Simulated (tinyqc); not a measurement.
Polarisation charge from two barrier thicknesses.

Problem. Voff = phiB - dEc - q sigma d/(eps0 eb). Find sigma, phiB - dEc and the thickness at which Voff = 0.

Constants: q = 1.602176634e-19 C, eps0 = 8.8541878128e-14 F/cm where lengths are in cm. Results are converted to the units shown.

Voff at d = 13 and 29 nm (V): -4.3789636  -10.636027
eb = 9.195

Answer. Voff is a straight line in d: its slope is -q sigma/(eps0 eb) and its intercept phiB - dEc.

sigma = 1.987e13 cm^-2
phiB - dEc = 0.7049 V
thickness for Voff = 0 = 1.803 nm

tinyqc, about 0.01 s, one thread, Intel Xeon 2.30GHz (shared host): `OMP_NUM_THREADS=1 python tinyqc.py 2180126 2180127 out.jsonl`
